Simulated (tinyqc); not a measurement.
# Voltage drop against the resistance of a horizontal segment

A grid of 13 by 13 nodes with segments Rx (rows) and Ry (columns); every node draws I1 and the central node kh I1; pads with resistance Rp sit at the nodes whose row and column are multiples of the pitch, counting from 0. The drops u = Vdd - V follow from G u = i, with G the conductance matrix and i the load currents, solved directly. Here the pitch is 3.

Parameters, values chosen for the exercise: supply voltage Vdd = 0.9 V; resistance of a vertical segment Ry = 0.17 ohm; resistance from a pad node to the supply Rp = 0.16 ohm; factor on the load at the hot node kh = 5; load current of a node in the large grid I1 = 1.9 mA.

Results:

| Rx (ohm) | pads | worst drop (mV) | mean drop (mV) | largest drop at a pad (mV) | largest pad current (mA) | worst drop over Vdd (%) |
|---|---|---|---|---|---|---|
| 0.16 | 25 | 3.276 | 2.716 | 2.856 | 17.85 | 0.3640 |
| 0.33 | 25 | 3.726 | 2.987 | 3.013 | 18.83 | 0.4140 |
| 1.3 | 25 | 5.707 | 4.227 | 3.266 | 20.41 | 0.6342 |
| 2.6 | 25 | 8.186 | 5.777 | 3.352 | 20.95 | 0.9096 |
| 5.2 | 25 | 13.12 | 8.836 | 3.410 | 21.31 | 1.458 |
| 10 | 25 | 22.23 | 14.46 | 3.444 | 21.53 | 2.470 |

Estimate the missing row, Rx = 0.65 ohm.

Computed row:

| Rx (ohm) | pads | worst drop (mV) | mean drop (mV) | largest drop at a pad (mV) | largest pad current (mA) | worst drop over Vdd (%) |
|---|---|---|---|---|---|---|
| 0.65 | 25 | 4.425 | 3.421 | 3.150 | 19.69 | 0.4917 |

With this row back in the table: The worst drop rises from 3.28 to 22.2 mV and the mean drop rises from 2.72 to 14.5 mV. The worst drop goes as Rx^(0.18) between the first two rows and Rx^(0.81) between the last two. The central node is itself a pad.

Numbers from tinyqc (`OMP_NUM_THREADS=1 python tinyqc.py 2770128 2770129 out.jsonl`; about 0.08 s on one thread of a shared Intel Xeon 2.30GHz).
